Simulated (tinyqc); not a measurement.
Empirical pseudopotential in a few plane waves, step by step. One step of it, computed by the program tinyqc.

Question. Bloch Hamiltonian at k. Basis: the 15 shortest G (labels in 2 pi/a), the same at every k. H(G,G') = c |k + G|^2 delta + VS(|G-G'|^2) cos((G-G').tau) + i VA sin((G-G').tau), tau = a/8 (1,1,1); 1 Ry = 13.605693 eV.

Parameters chosen for this model: fcc lattice, atoms at +/- a/8 (1,1,1); form factors in rydberg at |G|^2 in units of (2 pi/a)^2:
```
parameter                 value      unit
a                      5.770000  angstrom
VS(3)                 -0.232000        Ry
VS(8)                  0.013000        Ry
VS(11)                 0.088000        Ry
VA(3)                  0.064000        Ry
VA(4)                  0.066000        Ry
VA(11)                 0.001000        Ry
hbar^2/2m (2 pi/a)^2   4.517842        eV
```

k point k (2 pi / a): 0.080000  0.360000  -0.480000

Give: H(k) at k.

Answer.

H(k) at k (eV), lower triangle (Hermitian):
```
                 +0+0+0           -1-1-1           -1-1+1           -1+1-1
+0+0+0           1.6553
-1-1-1   2.2320-0.6157i          15.5703
-1-1+1  -2.2320-0.6157i   0.0000+0.8980i           6.8960
-1+1-1  -2.2320-0.6157i   0.0000+0.8980i           0.1769          22.0760
-1+1+1  -2.2320+0.6157i          -0.1769   0.0000+0.8980i   0.0000+0.8980i
+1-1-1  -2.2320-0.6157i   0.0000+0.8980i           0.1769           0.1769
+1-1+1  -2.2320+0.6157i          -0.1769   0.0000+0.8980i           0.0000
+1+1-1  -2.2320+0.6157i          -0.1769           0.0000   0.0000+0.8980i
+1+1+1   2.2320+0.6157i           0.0000          -0.1769          -0.1769
-2+0+0   0.0000-0.8980i  -2.2320+0.6157i  -2.2320-0.6157i  -2.2320-0.6157i
+0-2+0   0.0000-0.8980i  -2.2320+0.6157i  -2.2320-0.6157i   0.8466-0.0096i
+0+0-2   0.0000-0.8980i  -2.2320+0.6157i   0.8466-0.0096i  -2.2320-0.6157i
+0+0+2   0.0000+0.8980i  -0.8466-0.0096i   2.2320+0.6157i  -0.8466+0.0096i
+0+2+0   0.0000+0.8980i  -0.8466-0.0096i  -0.8466+0.0096i   2.2320+0.6157i
+2+0+0   0.0000+0.8980i  -0.8466-0.0096i  -0.8466+0.0096i  -0.8466+0.0096i

                 -1+1+1           +1-1-1           +1-1+1           +1+1-1
-1+1+1          13.4017
+1-1-1           0.0000          17.0160
+1-1+1           0.1769   0.0000+0.8980i           8.3417
+1+1-1           0.1769   0.0000+0.8980i           0.1769          23.5217
+1+1+1   0.0000+0.8980i          -0.1769   0.0000+0.8980i   0.0000+0.8980i
-2+0+0   2.2320-0.6157i   0.8466-0.0096i  -0.8466-0.0096i  -0.8466-0.0096i
+0-2+0  -0.8466-0.0096i  -2.2320-0.6157i   2.2320-0.6157i  -0.8466-0.0096i
+0+0-2  -0.8466-0.0096i  -2.2320-0.6157i  -0.8466-0.0096i   2.2320-0.6157i
+0+0+2  -2.2320+0.6157i  -0.8466+0.0096i  -2.2320+0.6157i   0.8466+0.0096i
+0+2+0  -2.2320+0.6157i  -0.8466+0.0096i   0.8466+0.0096i  -2.2320+0.6157i
+2+0+0   0.8466+0.0096i   2.2320+0.6157i  -2.2320+0.6157i  -2.2320+0.6157i

                 +1+1+1   -2+0+0   +0-2+0   +0+0-2
+1+1+1          14.8474
-2+0+0  -0.8466+0.0096i  18.2810
+0-2+0  -0.8466+0.0096i   0.1769  13.2210
+0+0-2  -0.8466+0.0096i   0.1769   0.1769  28.4010
+0+0+2  -2.2320-0.6157i  -0.1769  -0.1769   0.0000
+0+2+0  -2.2320-0.6157i  -0.1769   0.0000  -0.1769
+2+0+0  -2.2320-0.6157i   0.0000  -0.1769  -0.1769

         +0+0+2   +0+2+0   +2+0+0
+0+0+2  11.0524
+0+2+0   0.1769  26.2324
+2+0+0   0.1769   0.1769  21.1724
```
